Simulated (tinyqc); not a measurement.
Comparisons within one model: free and nearly free electrons in a metal. A value that a table varies takes the place of the one given here.

The cubic cell holds 4 atoms: n = 4 z/a^3, kF = (3 pi^2 n)^(1/3), EF = c kF^2/m, vF = 2 c kF/(m hbar), c = hbar^2/2m0; rs = (3/(4 pi n))^(1/3)/a0; D(EF) = 3 n/(2 EF).

Two plane waves k and k - G, G = (111) (2 pi/a): H = [[c k^2/m, V], [V, c (k - G)^2/m]] with c = hbar^2/2m0.

Square wire of width w with grain size w: rho/rho0 = 1/(1 - 3 al/2 + 3 al^2 - 3 al^3 ln(1 + 1/al)) + (3/4) (1 - p) l/w, with al = (l/w) Rg/(1 - Rg) (Mayadas-Shatzkes plus the thick-wire form of Fuchs-Sondheimer); l = hbar kF/(n e^2 rho), e = 1.602176634e-19 C.

Constants: hbar^2/2m0 = 3.80998211 eV angstrom^2; hbar = 6.58211957e-16 eV s; a0 (Bohr radius) = 0.5291772105 angstrom.

Values chosen for the exercise (near those of Ag, whose d bands this model ignores; the results hold for these values, not for the real material):
```
symbol  value  unit          meaning
a       4.048  angstrom      fcc lattice constant
z       1                    free electrons an atom
m       1      m0            mass
rho     1.63   micro-ohm cm  bulk resistivity
p       0.5                  specularity of the surfaces
Rg      0.34                 reflection at grain boundaries
w       10     nm            wire width
```

## When the Fermi surface touches the face

On the face the lower band is E = c (G^2/4 + q^2)/m - V, q along the face. EF is held at its free value. A neck opens where EF > c G^2/(4m) - V, with radius q; the second band fills where EF > c G^2/(4m) + V.

Necks:
```
V (eV)  lower band at the face centre (eV)  neck radius (1/angstrom)  radius/kF
0.2                                  6.684                         -          -
0.5                                  6.384                         -          -
0.8                                  6.084                         -          -
1.1                                  5.784                         -          -
1.4                                  5.484                    0.1797      0.148
1.8                                  5.084                    0.3705      0.305
2.2                                  4.684                    0.4922      0.406
2.6                                  4.284                    0.5893      0.486
```

EF = 5.607 eV
c G^2/(4m) = 6.884 eV

Contact needs V > 1.277 eV. It is first met at V = 1.4 eV of those listed, and the radius then grows as the square root of the excess, to 0.486 kF at 2.6 eV. EF is held at its free value here; a count of states lowers it as V grows, strongly for V of an eV or more, so the threshold is a lower bound, the radii are upper bounds, and some necks may vanish.

## Resistivity of narrow wires

Wires:
```
w (nm)     al  grain term (factor - 1)  surface term  rho (micro-ohm cm)
200     0.131                    0.189         0.095                2.09
100     0.261                    0.372         0.190                2.55
50      0.522                    0.731         0.380                3.44
30      0.871                    1.203         0.634                4.62
20      1.306                    1.789         0.951                6.10
14      1.866                    2.540         1.358                7.98
10      2.612                    3.538         1.901               10.50
7       3.732                    5.034         2.716               14.26
```

l = 50.70 nm

At 7 nm the resistivity is 8.75 times the bulk value; grain boundaries add more (5.03 from grains, 2.72 from surfaces). It passes twice the bulk value between 100 and 50 nm. The surface formula is meant for w above l = 51 nm, so the rows below that are rough.

## What sets the wire resistivity

All results formed anew. Each row changes one parameter from the base and keeps the others.

Results:
```
case                      EF (eV)  l (nm)  wire rho (micro-ohm cm)
base                        5.607   50.70                   10.497
a = 4.169 angstrom          5.287   53.78                   11.030
m = 1.2 m0                  4.673   50.70                   10.497
rho = 1.956 micro-ohm cm    5.607   42.25                   10.838
p = 0.8                     5.607   50.70                    8.637
Rg = 0.238                  5.607   50.70                    8.253
w = 7 nm                    5.607   50.70                   14.263
```

The largest shifts from the base row, up to three for each result and ties (the steps differ in size, so this ranks the rows, not the parameters). EF (eV): m -0.935, a -0.321; unchanged at the printed digits by rho, p, Rg and w. l (nm): rho -8.45, a +3.08; unchanged at the printed digits by m, p, Rg and w. wire rho (micro-ohm cm): w +3.766, Rg -2.243, p -1.860; unchanged at the printed digits by m. The mass drops out of l at given rho, because vF falls and tau rises by the same factor.

Program tinyqc; command `OMP_NUM_THREADS=1 python tinyqc.py 1682219 1682220 out.jsonl`; about 0.01 s on one thread of a shared Intel(R) Xeon(R) Processor @ 2.30GHz.
